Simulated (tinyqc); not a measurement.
Worked calculation: Hueckel theory of the pi electrons with the omega technique, for the molecule C=CC(=C)C(=C)O (SMILES; centres numbered as the heavy atoms are written). One step of it, computed by the program tinyqc.

Question. Orbitals, round 1. Diagonalise; E = alpha + x beta with beta < 0, so the largest x are filled first; degenerate levels share their electrons. P = sum n_i c_ri c_si; each orbital has its largest coefficient positive (the first on a tie).

Hueckel matrix in units of beta (H = alpha + beta A), lower triangle:
```
          1C        2C        3C        4C        5C        6C        7O
1C  0.000000
2C  1.000000  0.000000
3C  0.000000  1.000000  0.000000
4C  0.000000  0.000000  1.000000  0.000000
5C  0.000000  0.000000  1.000000  0.000000  0.000000
6C  0.000000  0.000000  0.000000  0.000000  1.000000  0.000000
7O  0.000000  0.000000  0.000000  0.000000  0.800000  0.000000  2.000000
```

pi electrons, sum of z_r less the charge = 8

Give: x values; occupations; coefficients; charge and bond-order matrix P.

Answer.

x values: 2.4550  1.7300  0.8728  0.4916  -0.5298  -1.0535  -1.9662

occupations: 2.0000  2.0000  2.0000  2.0000  0.0000  0.0000  0.0000

coefficients:
```
       MO1      MO2      MO3      MO4      MO5      MO6      MO7
1C  0.0579   0.2825   0.5177  -0.3867   0.4677  -0.4839   0.2154
2C  0.1422   0.4887   0.4519  -0.1901  -0.2478   0.5097  -0.4235
3C  0.2912   0.5630  -0.1233   0.2932  -0.3364  -0.0531   0.6173
4C  0.1186   0.3254  -0.1413   0.5965   0.6350   0.0504  -0.3139
5C  0.4541   0.1598  -0.4182  -0.2622  -0.2089  -0.5042  -0.4762
6C  0.1849   0.0924  -0.4792  -0.5334   0.3943   0.4786   0.2422
7O  0.7983  -0.4736   0.2968   0.1391   0.0661   0.1321   0.0961
```

charge and bond-order matrix P, lower triangle:
```
         1C       2C       3C       4C      5C       6C      7O
1C   1.0014
2C   0.9075   0.9988
3C  -0.0026   0.4102   1.0059
4C  -0.4099  -0.0026   0.8202   0.9914
5C  -0.0873   0.0071   0.3938   0.0171  0.9508
6C  -0.0100  -0.0873   0.0171  -0.3969  0.8780   1.1137
7O   0.0247  -0.0206  -0.0601  -0.0369  0.2523  -0.2251  1.9379
```
